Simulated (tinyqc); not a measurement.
Capillary instabilities by surface diffusion: grooving and agglomeration of films, edge retraction, wire break-up and smoothing of roughness: one step, computed by the program tinyqc. Command: `OMP_NUM_THREADS=1 python tinyqc.py 3005961 3005962 out.jsonl dewet walk`. One thread of a shared host (Intel(R) Xeon(R) Processor @ 2.30GHz), about 0.01 s of CPU time with the checks.

Isotropic surface energy; shapes change by surface diffusion alone.

Question. Groove growth in time. Mullins' isolated groove: depth below the flat surface d = 0.780 m (B t)^(1/4), m = tan(beta_s), width between the ridges 4.6 (B t)^(1/4); time to reach h: (h/(0.780 m))^4/B.

Inputs (values chosen for the exercise, of the order of those of a gold film): temperature T = 536 K; film thickness h = 29 nm; grain radius R = 160 nm.

beta_s = 8.420013 degrees

length (B t)^(1/4) = 77.17784 nm

B = 563157.7 nm^4/s

Give: groove depth; groove width; time to reach the substrate.

Answer.

groove depth = 8.9109 nm

groove width = 355.02 nm

time to reach the substrate = 7067.3 s

Caution: the grooves of neighbouring boundaries overlap, so the depth levels off at its final value. Caution: the grains are too small for the surface groove ever to reach the depth h.
